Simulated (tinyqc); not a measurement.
# Estimate of lattice thermal conductivity from elastic moduli (Slack, Klemens and Cahill formulas), step by step

A worked calculation. Computed by tinyqc, a small Python program that keeps every step. Command: `OMP_NUM_THREADS=1 python tinyqc.py 3017965 3017966 out.jsonl slack walk`. One thread of a shared host (Intel(R) Xeon(R) Processor @ 2.30GHz), about 0.01 s of CPU time with the checks. Intermediate numbers are printed to about 5 digits and carried at full precision; extremes and crossings named in words are read from the listed rows.

An isotropic solid.

Inputs (values chosen for the exercise, for a model crystal):

| quantity | value | unit |
|---|---|---|
| bulk modulus B | 79.7 | GPa |
| shear modulus G | 40.8 | GPa |
| volume per atom V | 23.8 | angstrom^3 |
| mean atomic mass M | 130 | u |
| atoms per primitive cell n | 8 | - |
| volume expansion coefficient alpha_V | 34.9 | ppm/K |
| temperature T | 1200 | K |
| disorder parameter Gamma | 0.00097 | - |
| grain size d | 260 | nm |

Grueneisen parameter: from thermal expansion.

Constants: u = 1.6605390666e-27 kg; hbar = 1.054571817e-34 J s; k_B = 1.380649e-23 J/K; h = 6.62607015e-34 J s.

## Velocities, Poisson ratio and Debye temperature

rho = M/V; vL = sqrt((B + 4G/3)/rho), vT = sqrt(G/rho); v_m = [(vL^-3 + 2 vT^-3)/3]^(-1/3); Poisson ratio sigma = (3B - 2G)/(6B + 2G); Theta = hbar v_m (6 pi^2/V)^(1/3)/k_B.

density rho = 9070.2 kg/m^3

vL = 3845.1 m/s

vT = 2120.9 m/s

v_m = 2363.5 m/s

Poisson ratio sigma = 0.28135

Debye temperature Theta = 244.63 K

## Grueneisen parameter

gamma = alpha_V B V/(3 k_B), with the classical heat capacity 3 k_B per atom.

Grueneisen parameter gamma = 1.5983

## Conductivity of the perfect crystal

Slack, an estimate for T near or above Theta_a: kappa = A M Theta_a^3 delta n^(1/3)/(gamma^2 T) in W/(m K), with M in u, delta = V^(1/3) in angstrom, Theta_a = Theta n^(-1/3) and A = 2.43e-6/(1 - 0.514/gamma + 0.228/gamma^2).

acoustic Debye temperature Theta_a = 122.31 K

A = 3.1655e-06

kappa of the perfect crystal = 1.4132 W/(m K)

## Point defects and grains

High-temperature forms with the classical heat capacity. Klemens: kappa/kappa_0 = arctan(u)/u, u^2 = pi^2 Theta V Gamma kappa_0/(h v_m^2). Grains: 1/kappa_poly = 1/kappa + 1/(C v_m d/3), C = 3 k_B/(n V), the acoustic branches alone.

disorder scale u = 0.14588

kappa with point defects = 1.4033 W/(m K)

grain-boundary limit = 44.560 W/(m K)

kappa of the polycrystal = 1.3605 W/(m K)

For small u the loss is about u^2/3 = 0.007. Grains remove a further 3 %.

## Minimum conductivity

Cahill minimum: kappa_min = (pi/6)^(1/3) k_B V^(-2/3) sum over L, T, T of v (T/Theta_i)^2 int_0^(Theta_i/T) x^3 e^x/(e^x - 1)^2 dx, Theta_i = Theta v_i/v_m (64 Gauss-Legendre points). Its high-temperature limit is (1/2) (pi/6)^(1/3) k_B V^(-2/3) (vL + 2 vT).

kappa_min = 0.54224 W/(m K)

its high-temperature limit = 0.54381 W/(m K)

kappa_poly/kappa_min = 2.5090

## All estimates against temperature

The formulas are those given above.

Kappa (W/(m K)):

| T (K) | perfect crystal | with point defects | polycrystal | minimum |
|---|---|---|---|---|
| 200 | 8.4792 | 8.1437 | 6.8853 | 0.49242 |
| 300 | 5.6528 | 5.5001 | 4.8958 | 0.51966 |
| 400 | 4.2396 | 4.1527 | 3.7987 | 0.52995 |
| 550 | 3.0833 | 3.0369 | 2.8431 | 0.53639 |
| 750 | 2.2611 | 2.2360 | 2.1291 | 0.53979 |
| 1000 | 1.6958 | 1.6816 | 1.6205 | 0.54155 |
| 1300 | 1.3045 | 1.2961 | 1.2594 | 0.54247 |
| 1700 | 0.9976 | 0.9926 | 0.9710 | 0.54303 |

The perfect crystal follows 1/T. With point defects the exponent runs from -0.97 to -0.99 (the strong-disorder limit is -1/2), and with grains from -0.84 to -0.97. At the highest T it is still 1.8 times the minimum.

Checks made by the program: arctan(u)/u against the Debye integral of 1/(1 + u^2 y^2) (relative difference below 1e-10).
